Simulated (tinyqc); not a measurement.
Heavy doping: gap narrowing, degeneracy and the minority density: sweeps and comparisons. A value that a table varies takes the place of the one given here.

F_j(eta) = (1/Gamma(j + 1)) integral_0^infinity x^j dx/(1 + exp(x - eta)), which tends to exp(eta) for eta << 0.

Empirical narrowing (Slotboom form, constants chosen for the exercise; published fits of this form give the apparent narrowing, here it is taken as the true one): dEg = E0 [ln(N/N0) + sqrt(ln(N/N0)^2 + C)].

Majority: N = Nc F_1/2(eta), eta the distance of EF beyond the majority band edge in kT. Degeneracy factor gam = F_1/2(eta)/exp(eta). ni0^2 = Nc Nv exp(-Eg/kT); product n p = ni0^2 gam exp(dEg/kT), dEg the true narrowing; apparent narrowing dEa = dEg + kT ln gam; minority density = n p/N.

Bipolar transistor with N as emitter doping: beta = K (N/NB) exp((dEa_B + dG - dEa_E)/kT), dEa_E = dEg(N) + kT ln gam, dEa_B = dEg(NB). For the sweep in T, Nc is scaled as (T/T0)^(3/2) from its value at T0 = T.

Constants: kB = 8.617333262e-05 eV/K.

Values chosen for the exercise (gap and densities of states near those of GaAs at this temperature; narrowing constants of the size fitted for Si, not for this material; the results hold for these values, not for the real material):

| symbol | value | unit | meaning |
|---|---|---|---|
| Eg | 1.392 | eV | gap |
| Nc | 5.36e+17 | 1/cm^3 | conduction-band density of states |
| Nv | 1.24e+19 | 1/cm^3 | valence-band density of states |
| T | 350 | K |  |
| E0 | 9.99 | meV | narrowing scale |
| N0 | 1.2e+17 | 1/cm^3 | onset density |
| C | 0.5 |  | smoothing constant |
| N | 5.4e+16 | 1/cm^3 | ionised donors, equal to the majority density |
| NB | 6e+15 | 1/cm^3 | base doping |
| K | 3.4 |  | ratio (D_B W_E)/(D_E W_B) |
| dG | 120 | meV | extra narrowing of the base by alloying |

## Narrowing against degeneracy

N takes the values listed; the last column is N over the factor gam exp(dEg/kT), the doping that a simple model would need to give the same minority density.

Results:

| N (1/cm^3) | eta | gam | dEg (meV) | dEa (meV) | minority (1/cm^3) | effective doping (1/cm^3) |
|---|---|---|---|---|---|---|
| 2.0e+15 | -5.59 | 0.999 | 0.6 | 0.6 | 30.6 | 1.96e+15 |
| 5.0e+15 | -4.67 | 0.997 | 0.8 | 0.7 | 12.3 | 4.89e+15 |
| 2.0e+16 | -3.28 | 0.987 | 1.3 | 0.9 | 3.10 | 1.94e+16 |
| 5.0e+16 | -2.34 | 0.968 | 2.5 | 1.5 | 1.26 | 4.76e+16 |
| 2.0e+17 | -0.85 | 0.877 | 13.8 | 9.9 | 0.416 | 1.44e+17 |
| 5.0e+17 | 0.26 | 0.722 | 30.2 | 20.3 | 0.236 | 2.55e+17 |
| 2.0e+18 | 2.57 | 0.284 | 57.1 | 19.2 | 0.0567 | 1.06e+18 |
| 4.0e+18 | 4.42 | 0.0896 | 70.8 | -2.0 | 0.0141 | 4.28e+18 |
| 1.0e+19 | 8.41 | 0.00417 | 88.9 | -76.3 | 0.000478 | 1.26e+20 |

How do the results move?

dEg grows steadily to 88.9 meV, while the apparent value peaks at 20.3 meV for N = 5e+17 and falls to -76.3 meV as the Fermi level enters the band. N grows by a factor 25 from the third to the sixth row and the effective doping by 13.1.

## Current gain against temperature

Gain:

| T (K) | beta | beta with dG = 0 | without narrowing |
|---|---|---|---|
| 150 | 3.24e+05 | 30.1 | 30.6 |
| 200 | 3.15e+04 | 29.8 | 30.6 |
| 250 | 7.82e+03 | 29.8 | 30.6 |
| 300 | 3.09e+03 | 29.8 | 30.6 |
| 350 | 1.59e+03 | 29.8 | 30.6 |
| 400 | 970 | 29.9 | 30.6 |
| 450 | 660 | 29.9 | 30.6 |

dEa_B + dG - dEa_E at T0 = 119.2 meV

How do the results move?

beta is 3.24e+05 at 150 K and 660 at 450 K, since the net exponent is positive: the gap is narrower in the base. At 300 K narrowing and degeneracy change the gain by a factor 0.973 and alloying the base by 104.

## What moves the minority density and the gain

All results formed anew. Each row changes one parameter from the base and keeps the others.

Results:

| case | dEg (meV) | dEa (meV) | minority (1/cm^3) | beta |
|---|---|---|---|---|
| base | 2.68 | 1.61 | 1.17 | 1.59e+03 |
| N = 1.08e+17 1/cm^3 | 6.09 | 3.95 | 0.634 | 2.95e+03 |
| E0 = 11.988 meV | 3.21 | 2.14 | 1.19 | 1.57e+03 |
| N0 = 2.4e+17 1/cm^3 | 1.59 | 0.52 | 1.13 | 1.64e+03 |
| Eg = 1.412 eV | 2.68 | 1.61 | 0.605 | 1.59e+03 |
| Nc = 6.97e+17 1/cm^3 | 2.68 | 1.85 | 1.54 | 1.58e+03 |
| NB = 1.2e+16 1/cm^3 | 2.68 | 1.61 | 1.17 | 803 |

What can be read from the table?

The largest shifts from the base row, up to three for each result and ties (the steps differ in size, so this ranks the rows, not the parameters). dEg (meV): N +3.41, N0 -1.09, E0 +0.54; unchanged at the printed digits by Eg, Nc and NB. dEa (meV): N +2.34, N0 -1.09, E0 +0.54; unchanged at the printed digits by Eg and NB. minority (1/cm^3): Eg -0.569, N -0.539, Nc +0.365; unchanged at the printed digits by NB. beta: N +1.36e+03, NB -790, N0 +50.3; unchanged at the printed digits by Eg.

(tinyqc, `OMP_NUM_THREADS=1 python tinyqc.py 1651442 1651443 out.jsonl`, Intel(R) Xeon(R) Processor @ 2.30GHz, 1 thread, shared host, about 0.01 s.)
